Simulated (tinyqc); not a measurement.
p-n diode with diffusion and depletion-layer recombination: one step of the calculation.

Abrupt junction in the depletion approximation, low injection, full ionisation, neutral widths fixed, ohmic contact on the p side. Vj is the junction voltage; where a series resistance Rs is given, V = Vj + J Rs is the terminal voltage.

Question. Diffusion lengths and saturation currents. ni = sqrt(Nc Nv) exp(-Eg/(2 Vt)), Eg in volts; D = mu Vt; Ln = sqrt(Dn tn), Lp = sqrt(Dp tp); J0n = q ni^2 Dn coth(wp/Ln)/(Ln Na); J0p = (q ni^2 Dp/(Lp Nd)) (s + tanh(wn/Lp))/(1 + s tanh(wn/Lp)), s = Sp Lp/Dp.

Values chosen for this exercise; band and dielectric values close to those of germanium: temperature T = 273 K; band gap Eg = 0.665 eV; conduction-band density of states at T Nc = 9.11e18 cm^-3; valence-band density of states at T Nv = 5.23e18 cm^-3; acceptor density Na = 2.5e18 cm^-3; donor density Nd = 1.1e16 cm^-3; electron mobility in the p side mun = 630 cm^2/(V s); hole mobility in the n side mup = 1800 cm^2/(V s); electron lifetime tn = 2e-8 s; hole lifetime tp = 1e-6 s; neutral width of the p side wp = 9.4 um; neutral width of the n side wn = 14 um; recombination velocity at the n contact Sp = 1e7 cm/s.

Constants: q = 1.602176634e-19 C, kB = 1.380649e-23 J/K, Vt = kB T/q. Results are converted to the units shown.

Wanted: ni; Ln; Lp; J0n; J0p.

Answer.

ni = 5.0213e12 cm^-3
Ln = 5.4444 um
Lp = 65.073 um
J0n = 4.6863e-8 A/cm^2
J0p = 1.1246e-5 A/cm^2

wp/Ln = 1.7 and wn/Lp = 0.22; holes carry 99.6 % of the diffusion current.

tinyqc, about 0.01 s, one thread, Intel Xeon 2.30GHz (shared host): `OMP_NUM_THREADS=1 python tinyqc.py 2260005 2260006 out.jsonl`
